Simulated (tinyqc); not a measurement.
# Saturation velocity and mobility from two gate lengths

Question. Isat = Cox vsat Vg (x - 1)/(x + 1) per width, x = sqrt(1 + 2 mu Vg/(m vsat L)), with no series resistance and the same overdrive Vg and mu at both lengths. Find vsat and mu.

Inputs (values chosen for the exercise):
```
symbol  value     unit           meaning
Cox      2.28  uF/cm^2  gate capacitance
m        1.07                body factor
```

Vg = 0.73 V
Isat at L = 0.1 and 0.5 um (uA/um): [275.09727, 72.258023]

Solution. The ratio of the currents depends on c = 2 mu Vg/(m vsat) alone and falls steadily from L2/L1 to 1 as c grows, so it fixes c; either current then gives vsat.

vsat = 1.00e7 cm/s
mu = 69.5 cm^2/(V s)

tinyqc, about 0.01 s, one thread, Intel Xeon 2.30GHz (shared host): `OMP_NUM_THREADS=1 python tinyqc.py 2500059 2500060 out.jsonl`
